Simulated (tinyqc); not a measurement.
# Power transistor in saturation, electro-thermal loop: effect of the drain voltage

One temperature T for the device, T = T0 + Rth P(T), with P(T) = V I0 (T/300 K)^(-al) [1 + kv (T - 300 K)/Vov]^2. The loop gain is Rth dP/dT; a solution is thermally stable when it is below one.

P'(T) = P [-al/T + 2 kv/(Vov + kv (T - 300 K))], G = Rth P'. T is the lowest solution.

Values chosen for this exercise: ambient temperature T0 = 300 K; saturation current at 300 K I0 = 0.057 A; exponent of the mobility al = 1.5; overdrive at 300 K Vov = 1.8 V; fall of the threshold with temperature kv = 3.7 mV/K; thermal resistance Rth = 480 K/W.

Effect of the drain voltage:
```
V (V)   T (K)     P (W)          G
0.83   322.31  0.046470  -0.016129
1.1    329.41  0.061281  -0.019909
1.6    342.43  0.088400  -0.025422
2.1    355.29   0.11519  -0.029323
2.9    375.61   0.15752  -0.032920
4      403.20   0.21500  -0.033912
5.5    440.48   0.29267  -0.030261
7.5    490.08   0.39600  -0.019886
```

Read the table: what changes, and by how much?

As V goes from 0.83 to 7.5 V, T rises from 322.3 to 490.1 K, the power rises from 0.0465 to 0.396 W and the loop gain goes from -0.0161 through a minimum of -0.0339 (at V = 4 V among the rows listed) to -0.0199.

tinyqc, about 0.01 s, one thread, Intel Xeon 2.30GHz (shared host): `OMP_NUM_THREADS=1 python tinyqc.py 2520112 2520113 out.jsonl`
